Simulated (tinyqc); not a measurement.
Width of the well: quantum-confined Stark effect in a modulator well.

Envelopes on cells of 0.5 angstrom over the well |z| < L/2 and 45 angstrom of barrier on each side, psi = 0 beyond, psi'/m continuous (mean mass between points), c = hbar^2/2m0. The electron sees + e F z and the hole - e F z, each with its offset in the barriers; 1 kV/cm = 1e-5 eV/angstrom. Light holes, band mixing and escape by tunnelling are left out.

Exciton: in-plane function exp(-rho/lam), 1/mu = 1/me + 1/mp, E(lam) = c/(mu lam^2) - (q/eps) times the integral over k of Fm(k)(1 + (k lam/2)^2)^(-3/2), Fm(k) the double integral of psi_e^2 psi_h^2 exp(-k |z - z'|), q = e^2/(4 pi eps0); binding Eb = -E at the minimum. Line at Eg + E_e + E_h - Eb, strength proportional to overlap^2/lam^2.

Constants: hbar^2/2m0 = 3.80998211 eV angstrom^2; e^2/(4 pi eps0) = 14.39964547 eV angstrom; hc = 1239.841984 eV nm.

Parameters, chosen for this exercise (near those of an InGaAs well in InAlAs; not measured data):
- Vc = 0.495 eV (conduction offset)
- Vv = 0.204 eV (heavy-hole offset)
- me = 0.0416 m0 (electron, well)
- meb = 0.0765 m0 (electron, barrier)
- mh = 0.354 m0 (heavy hole along z, well)
- mhb = 0.439 m0 (heavy hole, barrier)
- Eg = 0.755 eV (gap of the well)
- mp = 0.104 m0 (heavy hole in the plane)
- eps = 13.8 (dielectric constant)
- Ls = (56, 74, 92, 112, 136, 164) angstrom (widths)
- F_L = 74 kV/cm (field for this table)

Zero-field line, its shift at F_L and the relative strength.

Results:
```
L (angstrom),line at F = 0 (nm),Eb (meV),shift (meV),relative strength,shift x strength (meV)
56,1416.1,6.08,-2.04,0.954,1.94
74,1482.3,5.80,-4.46,0.856,3.82
92,1524.5,5.55,-8.33,0.681,5.67
112,1555.5,5.31,-14.30,0.450,6.43
136,1579.7,5.06,-23.42,0.226,5.29
164,1597.9,4.80,-36.32,0.081,2.93
```

What does the comparison show?

The shift grows with exponent 2.81 in L over the first two rows and 2.34 over the last two, against 4 for hard walls at second order; leakage lowers it in narrow wells and saturation in wide ones. The strength falls from 0.95 to 0.08, and the product of the two is largest at 112 angstrom.

Computed by tinyqc, a small Python program: `OMP_NUM_THREADS=1 python tinyqc.py 1252445 1252446 out.jsonl` (the numbers bound the seed that draws the inputs); one thread of a shared host (Intel(R) Xeon(R) Processor @ 2.30GHz), about 0.1 s for the whole set of steps.
